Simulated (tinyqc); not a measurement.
Metal-interlayer-semiconductor contact, depinning against tunnelling resistance: one step of the calculation.

Zero bias, n-type semiconductor. Gap states at the semiconductor surface thin out as exp(-be ti), which unpins the barrier; electrons must then cross the interlayer (a rectangular barrier, no voltage drop across it) and the parabolic depleted layer, both by WKB. Energies E are counted from the Fermi level; no image force, parabolic bands.

Task. Pinning, barrier and scales. S = 1/(1 + (1/S0 - 1) exp(-be ti)); phiB = S (phiM - chi) + (1 - S)(Eg - E0); xi = Ec - EF deep inside, from Nd = Nc F(-xi/Vt), F(x) = (2/sqrt(pi)) int_0^infinity sqrt(u) du/(1 + exp(u - x)); band bending U = phiB - xi; E00 = (hbar/2) sqrt(Nd/(eps0 eps_r mt m0)) in volts; A = 4 pi q mA m0 kB^2/h^3.

Parameters, values chosen for the exercise; semiconductor values close to those of silicon; interlayer mass of the order of that in aluminium oxide, offset chosen freely: temperature T = 300 K; band gap Eg = 1.16 eV; relative permittivity eps_r = 11.5; electron affinity chi = 4.12 eV; conduction-band density of states at T Nc = 2.8e19 cm^-3; tunnelling mass in the semiconductor mt = 0.191 m0; Richardson mass mA = 2.02 m0; donor density Nd = 4.5e18 cm^-3; charge-neutrality level above the valence band E0 = 0.35 eV; pinning factor without interlayer S0 = 0.27; metal work function phiM = 4.54 eV; interlayer thickness ti = 1.3 nm; decay constant of gap states through the interlayer be = 4.2 1/nm.

Constants: q = 1.602176634e-19 C, kB = 1.380649e-23 J/K, eps0 = 8.8541878128e-12 F/m, hbar = 1.054571817e-34 J s, h = 6.62607015e-34 J s, m0 = 9.1093837015e-31 kg, Vt = kB T/q. Results are converted to the units shown.

Wanted: S; phiB; xi; U; E00; A.

Result.

S = 0.98863
phiB = 0.42443 eV
xi = 0.045795 eV
U = 0.37864 eV
E00 = 0.026575 eV
A = 242.75 A/(cm^2 K^2)

Range of the model: The depletion charge would drop about 0.12 V across such an interlayer (eps_r near 9) at ti = 1.3 nm and Nd = 4.5e18 cm^-3, against a band bending of 0.38 V; this model leaves that drop out.

Computed by the program tinyqc: `OMP_NUM_THREADS=1 python tinyqc.py 2270115 2270116 out.jsonl`, one thread of a shared Intel Xeon 2.30GHz, about 0.03 s for the whole run.
